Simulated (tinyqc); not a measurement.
Short-channel transistor, virtual-source model with series resistance: one step of the calculation.

The current per gate width is the charge at the top of the source barrier (the virtual source) times its velocity times a saturation function; al and be are fitting constants of the model. Units: I in uA/um, Rs in ohm um, so I Rs = 1e-6 I Rs in volts; Q in uC/cm^2, so I = 1e-4 Q vx0 Fsat with vx0 in cm/s.

Question. What the series resistance costs. Intrinsic voltages Vg' = Vgs - I Rs, Vd' = Vds - 2 I Rs. n = n0 + nd Vd', VT = VT0 - dl Vd', Ff = 1/(1 + exp((Vg' - VT + al Vt/2)/(al Vt))), Q = Cinv n Vt ln(1 + exp((Vg' - VT + al Vt Ff)/(n Vt))), Vdsat = (vx0 L/mu)(1 - Ff) + Vt Ff, Fsat = u/(1 + u^be)^(1/be) with u = Vd'/Vdsat, and I = Q vx0 Fsat per width. I0 is the current for Rs = 0. Effective velocity I/Q; transit time L Q/I.

Inputs (values chosen for the exercise): temperature T = 350 K; inversion capacitance Cinv = 2.67 uF/cm^2; velocity at the virtual source vx0 = 3.17e7 cm/s; apparent mobility mu = 690 cm^2/(V s); channel length L = 45 nm; threshold at zero drain voltage VT0 = 0.312 V; drain-induced barrier lowering dl = 0.039 V/V; subthreshold factor n0 = 1.53; growth of n with drain voltage nd = 0 1/V; threshold shift (in units of Vt) from weak to strong inversion al = 3.5; sharpness of saturation be = 1.6; series resistance of each contact Rs = 200 ohm um; gate voltage Vgs = 0.31 V; drain voltage Vds = 0.05 V.

Constants: q = 1.602176634e-19 C, kB = 1.380649e-23 J/K, Vt = kB T/q. Results are converted to the units shown.

converged I = 67.687046 uA/um
I0 = 151.75236 uA/um

Find: loss against I0; effective velocity; transit time.

Answer.

loss against I0 = 55.40 %
effective velocity = 5.223e6 cm/s
transit time = 0.8615 ps

tinyqc, about 0.01 s, one thread, Intel Xeon 2.30GHz (shared host): `OMP_NUM_THREADS=1 python tinyqc.py 2380017 2380018 out.jsonl`
